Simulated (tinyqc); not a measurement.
LED efficiency against current.

ABC model of an LED: J = q da (A n + Ba n^2 + Ca n^3), IQE = Ba n^2/(A n + Ba n^2 + Ca n^3), differential lifetime 1/(A + 2 Ba n + 3 Ca n^2).

Values chosen for this exercise: defect coefficient of the active layer A = 1.6e6 1/s; radiative coefficient of the active layer Ba = 3.7e-11 cm^3/s; Auger coefficient of the active layer Ca = 5.4e-30 cm^6/s; thickness of the active layer da = 4 nm.

Constants: q = 1.602176634e-19 C. Results are converted to the units shown.

LED efficiency against current:

| J (A/cm^2) | n (cm^-3) | IQE (%) | defect share (%) | Auger share (%) | differential lifetime (ns) |
|---|---|---|---|---|---|
| 0.003 | 1.999e16 | 31.58 | 68.32 | 0.09214 | 324.1 |
| 0.01 | 4.671e16 | 51.75 | 47.90 | 0.3528 | 196.4 |
| 0.05 | 1.242e17 | 73.20 | 25.48 | 1.327 | 90.55 |
| 0.2 | 2.649e17 | 83.20 | 13.58 | 3.217 | 44.76 |
| 0.8 | 5.396e17 | 86.29 | 6.916 | 6.795 | 21.62 |
| 3 | 1.030e18 | 83.87 | 3.521 | 12.61 | 10.52 |
| 10 | 1.809e18 | 77.64 | 1.855 | 20.50 | 5.304 |
| 60 | 3.986e18 | 62.79 | 0.6812 | 36.53 | 1.805 |
| 200 | 6.555e18 | 50.94 | 0.3361 | 48.73 | 0.8456 |

The IQE goes from 31.6 through a maximum of 86.3 (at J = 0.8 A/cm^2 among the rows listed) to 50.9 %. The exact peak, Q/(Q + 2) = 86.3 % with Q = Ba/sqrt(A Ca) = 12.6, lies at n = sqrt(A/Ca) = 5.44e17 cm^-3, J = 0.814 A/cm^2, where the defect and Auger shares are equal. n goes as J^(0.71) at the low end and J^(0.41) at the high end.

tinyqc, about 0.01 s, one thread, Intel Xeon 2.30GHz (shared host): `OMP_NUM_THREADS=1 python tinyqc.py 2300054 2300055 out.jsonl`
